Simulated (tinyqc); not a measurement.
Deep level with several charge states, and Shockley-Read-Hall recombination: one step. The neutral state. Two cases, with inputs chosen for the exercise.

Question. Solve for EF.

Energies from Ev. The defect has charge states +1, 0, -1 with weights 1, gm exp((EF - E1)/kT), exp((2 EF - E1 - E2)/kT); the shares are the weights over their sum. Boltzmann carriers: n = Nc exp((EF - Eg)/kT), p = Nv exp(-EF/kT). Neutrality: p - n + Nd + Nt <q> = 0.

Constants: kB = 8.617333262e-05 eV/K.

Give: EF; shares at EF; n; p.

Case 1.

Values chosen (gap and densities of states near those of Si at this temperature; shifted at random, so the results belong to these values and not to a real crystal): Eg = 1.085 eV (gap); Nc = 4.11e+19 1/cm^3 (conduction-band density of states); Nv = 1.81e+19 1/cm^3 (valence-band density of states); T = 400 K; E1 = 0.501 eV (level (+1/0) above Ev); E2 = 0.905 eV (level (0/-1) above Ev); gm = 2 (degeneracy of the middle state, the others 1); Nt = 3.6e+15 1/cm^3 (defects); Nd = -7.9e+16 1/cm^3 (ionised shallow donors minus acceptors).

Answer.

EF = 0.1889 eV

shares at EF: +1 1.000, 0 0.000, -1 0.000

n = 2.11e+08 1/cm^3
p = 7.54e+16 1/cm^3

Without the defects the majority density would be 7.90e+16 1/cm^3; with them the density of these carriers is 7.54e+16, nearly the same. Most defects are in the state +1.

Case 2.

Values chosen (gap and densities of states near those of Ge at this temperature; shifted at random, so the results belong to these values and not to a real crystal): Eg = 0.64 eV (gap); Nc = 1.34e+19 1/cm^3 (conduction-band density of states); Nv = 6.25e+18 1/cm^3 (valence-band density of states); T = 350 K; E1 = 0.214 eV (level (+1/0) above Ev); E2 = 0.511 eV (level (0/-1) above Ev); gm = 1 (degeneracy of the middle state, the others 1); Nt = 2.7e+16 1/cm^3 (defects); Nd = -2.3e+17 1/cm^3 (ionised shallow donors minus acceptors).

Answer.

EF = 0.1033 eV

shares at EF: +1 0.975, 0 0.025, -1 0.000

n = 2.50e+11 1/cm^3
p = 2.04e+17 1/cm^3

Without the defects the majority density would be 2.30e+17 1/cm^3; with them the density of these carriers is 2.04e+17, so they compensate part of the doping. Most defects are in the state +1.

Computed by tinyqc, one run a case: `OMP_NUM_THREADS=1 python tinyqc.py N N+1 out.jsonl` with N = 1651285, 1651346; one thread of a shared Intel(R) Xeon(R) Processor @ 2.30GHz, about 0.01 s a run at most.
